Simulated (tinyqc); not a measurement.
# Germanium share from the critical thickness

Question. Critical thickness (Matthews-Blakeslee, 60-degree dislocations): h = bv (1 - nu/4)[ln(h/bv) + 1]/(4 pi e_par (1 + nu)), nu = c12/(c11 + c12). e_par = b1 x. Find e_par and x.

Parameters, values chosen for the exercise:

| symbol | value | unit | meaning |
|---|---|---|---|
| b1 | 0.0418 |  | lattice mismatch per unit x |
| c11 | 168 | GPa | elastic constant |
| c12 | 63.4 | GPa | elastic constant |
| bv | 0.384 | nm | Burgers vector |

critical thickness = 5.4135458 nm

Answer. For given h the relation is explicit in the strain.

e_par = 1.50 %
x = 0.360

tinyqc, about 0.01 s, one thread, Intel Xeon 2.30GHz (shared host): `OMP_NUM_THREADS=1 python tinyqc.py 2530015 2530016 out.jsonl`
